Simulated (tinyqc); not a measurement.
Inside a calculation. Model: free and trapped electrons in a MOS channel with a dense trap tail.

Program tinyqc, `OMP_NUM_THREADS=1 python tinyqc.py 2222222 2222223 out.jsonl`; Intel Xeon 2.30GHz, shared host, one thread, about 0.02 s. Printed values are rounded.

p-type body, charge-sheet picture, full ionisation (an idealisation for deep acceptors), Boltzmann statistics for free electrons. e = Ec - EF at the surface. Acceptor-like traps of density D(E) = D0 + De exp(-E/Ew) at depth E below Ec, from 0 to Eu, hold n_t = integral of D(E)/(1 + exp((e - E)/Vt)). psi = Eg - Vt ln(Nv/Na) - e; N_dep = sqrt(2 eps0 eps_r Na (psi - Vt)/q); n_f = sqrt(N_dep^2 + 2 eps0 eps_r Vt Nc exp(-e/Vt)/q) - N_dep; Vg = Vfb + psi + q (N_dep + n_t + n_f)/Cox, Cox = eps0 eox/tox.

Inputs (values chosen for the exercise); band and dielectric values close to those of silicon:
```
symbol    value         unit                                             meaning
T           300            K                                         temperature
Eg         1.14           eV                                            band gap
eps_r      11.5                                            relative permittivity
Nc       2.8e19        cm^-3              conduction-band density of states at T
Nv      2.69e19        cm^-3                 valence-band density of states at T
eox         3.9                           relative permittivity of the insulator
tox          61           nm                                 insulator thickness
Na       1.4e17        cm^-3                                    acceptor density
Vfb       -0.97            V            flat-band voltage without trapped charge
D0       1.7e11  cm^-2 eV^-1  constant background density of acceptor-like traps
De       6.9e13  cm^-2 eV^-1          density of the tail at the conduction edge
Ew         0.09           eV                            decay energy of the tail
Eu         0.66           eV        depth below Ec down to which the traps reach
mf          100   cm^2/(V s)                          mobility of free electrons
e          0.12           eV                              Ec - EF at the surface
```

Constants: q = 1.602176634e-19 C, kB = 1.380649e-23 J/K, Vt = kB T/q, eps0 = 8.8541878128e-14 F/cm where lengths are in cm. Results are converted to the units shown.

## Trapped charge

Trapezoid rule on 15 equal steps from 0 to Eu, f = 1/(1 + exp((e - E)/Vt)).

```
point	E (eV)	D(E) f (cm^-2 eV^-1)
0	0	6.604498e11
1	0.044	2.133770e12
2	0.088	5.873124e12
3	0.132	9.878016e12
4	0.176	8.911170e12
5	0.22	6.031394e12
6	0.264	3.827552e12
7	0.308	2.420466e12
8	0.352	1.551063e12
9	0.396	1.017113e12
10	0.44	6.895522e11
11	0.484	4.886467e11
12	0.528	3.654286e11
13	0.572	2.898578e11
14	0.616	2.435097e11
15	0.66	2.150840e11
```

n_t = 1.942971e12 cm^-2

With 1600 steps n_t = 1.946e12 cm^-2; the coarse value is 0.15 % below it.

## Charges and gate voltage

psi, N_dep, n_f and Vg as defined, with the n_t given; free share n_f/(n_f + n_t); apparent mobility mf n_f/(n_f + n_t); gate voltage spent on traps q n_t/Cox.

psi = 0.8840640 V
N_dep = 1.235789e12 cm^-2
n_f = 3.538017e10 cm^-2
Vg = 9.010928 V
free share = 1.788367 %
apparent mobility = 1.788367 cm^2/(V s)
gate voltage spent on traps = 5.499120 V
